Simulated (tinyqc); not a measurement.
# Trapped share and trap depth from dynamic on-resistance

Inverse problem. Traps remove the share ft of the electrons in the drain access (length Ld, sheet resistance Rsh before stress), so Ron grows by Rsh Ld ft/(1 - ft). The recovery time goes as T^(-2) exp(q Ea/(kB T)). Find ft and Ea.

Values chosen for this exercise:

| symbol | value | unit | meaning |
|---|---|---|---|
| Ld | 4 | um | drain access length |

Constants: q = 1.602176634e-19 C, kB = 1.380649e-23 J/K. Results are converted to the units shown.

Ron before and just after an off-state stress (ohm mm): [2.7131944, 3.2072935]
Rsh = 370.57435 ohm
recovery times at 340 and 390 K (s): [0.0015, 2.8880855e-5]

Answer. The rise of Ron over Rsh Ld is ft/(1 - ft); ln(t T^2) is linear in 1/T.

ft = 0.250
Ea = 0.840 eV

Program tinyqc, `OMP_NUM_THREADS=1 python tinyqc.py 2570125 2570126 out.jsonl`; Intel Xeon 2.30GHz, shared host, one thread, about 0.02 s.
